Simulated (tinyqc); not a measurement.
Isotype n-N heterojunction, non-linear Poisson equation by Newton steps, Fermi-Dirac statistics: two steps of the calculation.

One dimension, material 1 (n-type) at x < 0 and material 2 (n-type) at x > 0. Band edges: Ec = -psi in material 1 and -psi + dEc in material 2, Ev = Ec - Eg. Equilibrium, Fermi level at 0. n = Nc F((EFn - Ec)/Vt), p = Nv F((Ev - EFp)/Vt), with F(eta) = F_1/2(eta) = (2/sqrt(pi)) int_0^infinity sqrt(u) du/(1 + exp(u - eta)) (Fermi-Dirac statistics); full ionisation, no interface charge, classical densities; the doping types are chosen for the exercise.

Values chosen for this exercise; band and dielectric values close to those of CdTe and CdS: temperature T = 250 K; band gap of material 1 Eg1 = 1.49 eV; relative permittivity of material 1 er1 = 10.2; conduction-band density of states of material 1 Nc1 = 6.16e17 cm^-3; valence-band density of states of material 1 Nv1 = 1.37e19 cm^-3; band gap of material 2 Eg2 = 2.37 eV; relative permittivity of material 2 er2 = 9.04; conduction-band density of states of material 2 Nc2 = 1.7e18 cm^-3; valence-band density of states of material 2 Nv2 = 1.38e19 cm^-3; conduction-band offset Ec2 - Ec1 dEc = -0.09 eV; donor density of material 1 N1 = 3.5e17 cm^-3; donor density of material 2 N2 = 2.3e16 cm^-3; bias of side 1 against side 2 V = 0 V.

Constants: q = 1.602176634e-19 C, kB = 1.380649e-23 J/K, Vt = kB T/q, eps0 = 8.8541878128e-14 F/cm where lengths are in cm. Results are converted to the units shown.

Task 1. Densities, residual and Jacobian diagonal. n_i = Nc F(a_n), a_n = (V - Ec_i)/Vt; p_i = Nv F(a_p), a_p = (Ec_i - Eg)/Vt; rho_i = p_i - n_i + C_i with C = +N1 or +N2; g_i = (Nc F'(a_n) + Nv F'(a_p))/Vt with F' = F_-1/2(eta) = (1/sqrt(pi)) int_0^infinity u^(-1/2) du/(1 + exp(u - eta)). Box widths w_i = (h_(i-1) + h_i)/2 in cm. Residual F_i = a_i (psi_(i+1) - psi_i) - a_(i-1) (psi_i - psi_(i-1)) + q rho_i w_i; Jacobian: a_(i-1) and a_i beside the diagonal, b_i = -a_(i-1) - a_i - q g_i w_i on it. The two end nodes are fixed.

```
node  x (nm)  psi after iteration 1 (V)  material
0      -66.2                -0.00788491         1
1      -47.9                -0.00762290         1
2      -33.1                -0.00837804         1
3      -21.1                -0.01557789         1
4      -11.2                -0.03499450         1
5      -3.25                -0.06482668         1
6       3.25                -0.11360141         2
7       13.4                -0.14546882         2
8       29.2                -0.16791455         2
9       53.7                -0.17825272         2
10        92                -0.18182019         2
11       152                -0.18252688         2
12       245                -0.18259555         2
```

coupling a_i, interval 0 to 11 (F/cm^2): 4.9351211e-7  6.1022105e-7  7.5260596e-7  9.1224965e-7  1.1360090e-6  1.3056564e-6  7.8858973e-7  5.0659404e-7  3.2670146e-7  2.0898657e-7  1.3340310e-7  8.6066514e-8
psi_L = -0.0078849133 V
psi_R = -0.18259555 V

Give: n; p; residual F; diagonal b.

Result 1.

```
node  n (cm^-3)  p (cm^-3)
0      3.500e17  1.814e-11
1      3.536e17  1.792e-11
2      3.434e17  1.856e-11
3      2.580e17  2.592e-11
4      1.137e17  6.384e-11
5      2.987e16  2.550e-10
6      5.113e17  6.895e-29
7      1.261e17  3.027e-28
8      4.526e16  8.580e-28
9      2.811e16  1.386e-27
10     2.384e16  1.636e-27
11     2.307e16  1.691e-27
12     2.300e16  1.696e-27
```

```
node  residual F (1e-8 C/cm^2)  diagonal b (F/cm^2)
1                       -0.154            -4.731e-6
2                       -0.353            -4.229e-6
3                        0.385            -3.498e-6
4                        1.761            -2.757e-6
5                        0.726            -2.599e-6
6                       -2.658            -4.958e-6
7                       -0.768            -2.481e-6
8                        0.081            -1.505e-6
9                        0.006            -1.188e-6
10                      -0.001            -1.209e-6
11                       0.000            -1.526e-6
```

Task 2. Check against the first integral. Exact first integral: on each side D^2/(2 eps0 er) = G, G = q [Vt (nI_j - nI_b) + Vt (pI_j - pI_b) - C (psi_j - psi_b)], with C = +N1 or +N2, b the neutral end of that side, and nI, pI the densities with F_1/2 replaced by F_3/2(eta) = (4/(3 sqrt(pi))) int_0^infinity u^(3/2) du/(1 + exp(u - eta)). D is continuous, so er1 G1(psi_j) = er2 G2(psi_j) fixes psi_j. Ends from Nc1 F(psi_L/Vt) = N1 and Nc2 F((V + psi_R - dEc)/Vt) = N2. D is counted positive when psi rises towards material 2.

Give: psi_j; D; psi_j - psi_L; psi_R - psi_j; Ec1 - EFn at the interface; Ec2 - EFn at the interface.

Result 2.

psi_j = -0.09369 V
D = -79.64 nC/cm^2
psi_j - psi_L = -0.08581 V
psi_R - psi_j = -0.08890 V
Ec1 - EFn at the interface = 0.09369 eV
Ec2 - EFn at the interface = 0.003695 eV

Material 2 takes 50.9 % of the bending.

Range of the model: The accumulation layer is thin enough for quantum confinement, which this classical model leaves out.

Numbers from tinyqc (`OMP_NUM_THREADS=1 python tinyqc.py 2040045 2040046 out.jsonl`; about 0.07 s on one thread of a shared Intel Xeon 2.30GHz).
